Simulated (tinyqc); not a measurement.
Inside a calculation. Model: oxide trap near a transistor channel: two-state multiphonon kinetics, telegraph noise and bias instability. Computed by tinyqc, a small Python program that keeps every step. Command: `OMP_NUM_THREADS=1 python tinyqc.py 3029395 3029396 out.jsonl oxidetrap walk`. One thread of a shared host (Intel(R) Xeon(R) Processor @ 2.30GHz), about 0.01 s of CPU time with the checks. Intermediate numbers are printed to about 5 digits and carried at full precision; extremes and crossings named in words are read from the listed rows.

An n-channel device under positive gate bias. The trap is empty (state 1) or holds an electron (state 2); both states are parabolas of equal curvature, and the electron reservoir is taken at the Fermi level of the channel.

Inputs (values chosen for the exercise, with an insulator like Si3N4 on silicon): insulator constant eps_ox = 7.24; insulator thickness t_ox = 3.3 nm; trap depth x from the interface = 1.5 nm; tunnel barrier phi_b = 2.11 eV; tunnelling mass m_ox = 0.38 m_0; trap level above E_F at zero field E_t = 0.35 eV; relaxation energy E_R = 1.1 eV; oxide field F = 1.2 MV/cm; attempt rate k_0 at the interface = 1e+11 1/s; temperature T = 200 K; channel width W = 100 nm; channel length L = 230 nm; frequency f = 3 Hz; stress time t_s = 0.001 s; trap density N_t = 2e+19 cm^-3 eV^-1; mean capture barrier mu_c = 1.4 eV; spread of the barriers s_c = 0.18 eV; saturation shift dV_max = 40 mV.

Parts treated: one trap and an ensemble.

Constants: hbar^2/(2 m_0) = 3.80998212 eV angstrom^2; k_B = 8.617333262e-05 eV/K; e = 1.602176634e-19 C; eps_0 = 8.8541878128e-12 F/m.

## Tunnelling factor

kappa = sqrt(2 m_ox phi_b)/hbar = sqrt(m_ox phi_b/(hbar^2/2m_0)); attenuation length lambda = 1/(2 kappa); factor exp(-x/lambda) for a rectangular barrier.

kappa = 4.5875 1/nm

attenuation length lambda = 0.10899 nm

tunnelling factor = 1.0546e-06

## Barriers and time constants

E_21 = E_t - e F x is the energy of state 2 over state 1; barriers E_c = (E_R + E_21)^2/(4 E_R), E_e = E_c - E_21; tau_c = exp(E_c/k_B T)/(k_0 P), tau_e = exp(E_e/k_B T)/(k_0 P), P the tunnelling factor; occupation f_2 = tau_e/(tau_c + tau_e); 1/tau_0 = 1/tau_c + 1/tau_e.

E_21 = 0.17 eV

capture barrier E_c = 0.36657 eV

emission barrier E_e = 0.19657 eV

capture time tau_c = 16369 s

emission time tau_e = 0.85156 s

occupation f_2 = 5.2019e-05

tau_0 = 0.85152 s

The trap is almost always empty at this bias.

## Step height and noise

Charge-sheet step dV = e (t_ox - x)/(eps_ox eps_0 W L); Lorentzian spectrum S(f) = 4 dV^2 tau_0^2/((tau_c + tau_e)(1 + (2 pi f tau_0)^2)); corner 1/(2 pi tau_0); variance dV^2 f_2 (1 - f_2) = dV^2 tau_0/(tau_c + tau_e).

threshold step dV = 0.19560 mV

corner frequency = 0.18691 Hz

S(f) = 2.6210e-14 V^2/Hz

root-mean-square noise = 0.0014107 mV

f lies above the corner, on the 1/f^2 tail. Random dopants and current percolation, left out here, spread real steps around this value.

## Stress and recovery of one trap

From the zero-field occupation f(0), f(t) = f_2 + (f(0) - f_2) exp(-t/tau_0) under the field; after t_s the field is removed and f relaxes with the zero-field constants.

occupation at zero field = 1.5149e-09

tau_0 at zero field = 0.015789 s

occupation after stress = 6.2568e-08

half-time of recovery = 0.010944 s

## Bias dependence of the times

The formulas are those given above.

Against field:
```
F (MV/cm)  E_21 (eV)   tau_c (s)   tau_e (s)         f_2
0.00           0.350  1.0423e+07  1.5789e-02  1.5149e-09
0.36           0.296  1.3735e+06  4.7748e-02  3.4764e-08
0.72           0.242  1.9547e+05  1.5593e-01  7.9775e-07
0.96           0.206  5.5607e+04  3.5823e-01  6.4421e-06
1.20           0.170  1.6369e+04  8.5156e-01  5.2019e-05
1.44           0.134  4.9862e+03  2.0947e+00  4.1992e-04
1.80           0.080  8.9376e+02  8.6160e+00  9.5482e-03
```

ln(tau_c/tau_e) falls by e x/k_B T = 8.703 per MV/cm, which measures the depth x if the change of surface potential with bias is left aside. Over these rows tau_c shortens by 4.07 decades and tau_e lengthens by 2.74; the shares differ because E_21 is not small against E_R.

## Many traps: 1/f noise

McWhorter number fluctuations for traps uniform in depth and energy: S_V = e^2 k_B T N_t lambda/(W L C_ox^2 f), C_ox = eps_ox eps_0/t_ox. The number of traps within k_B T in energy and one decade in time is N_t k_B T lambda ln(10) W L.

C_ox = 1.9426 microF/cm^2

1/f noise S_V(f) = 3.7039e-08 V^2/Hz

active traps per decade = 1.9896

With one to three active traps per decade a single device still shows bumps on the 1/f trend.

## Many traps: shift under stress

For a normal spread of capture barriers (given for the stress field, with depth and field not resolved, k_0 being taken as the effective rate of the ensemble), traps with barrier below k_B T ln(k_0 t) are filled: dV(t) = (dV_max/2) erfc((mu_c - k_B T ln(k_0 t))/(sqrt(2) s_c)); local exponent n = d ln dV/d ln t (central difference, factor 1.01 in t).

filling front k_B T ln(k_0 t_s) = 0.31747 eV

shift after t_s = 3.6193e-08 mV

local time exponent n = 0.59097

Caution: the shift after t_s is too small to measure: the filling front has hardly reached the barriers.

## Power law or saturation

The extrapolation continues the power law fitted through 10 s and 1000 s.

Against stress time:
```
t (s)     shift (mV)  local exponent  power law (mV)  shift at T + 50 K (mV)
1.00e-03  3.6193e-08         0.59097      6.3728e-08              5.0051e-07
1.00e-01  5.0051e-07         0.54983      6.0422e-07              1.0231e-05
1.00e+01  5.7288e-06         0.50885      5.7288e-06              1.5589e-04
1.00e+03  5.4316e-05         0.46805      5.4316e-05              1.7740e-03
1.00e+05  4.2700e-04         0.42749      5.1498e-04              1.5120e-02
1.00e+07  2.7867e-03         0.38722      4.8826e-03              9.6876e-02
3.00e+08  9.8910e-03         0.35772      2.5711e-02              3.1890e-01
```

The exponent falls from 0.591 to 0.358 as the front climbs the distribution, so the power law overstates the shift at 3e8 s (about ten years) by a factor 2.60. Heating by 50 K raises the shift at 1000 s by a factor 32.7: time and temperature enter only through T ln(k_0 t).

Checks made by the program: detailed balance tau_c/tau_e = exp(E_21/k_B T) (relative difference below 1e-10); the integral of S(f) against the variance (relative difference below 1e-10).
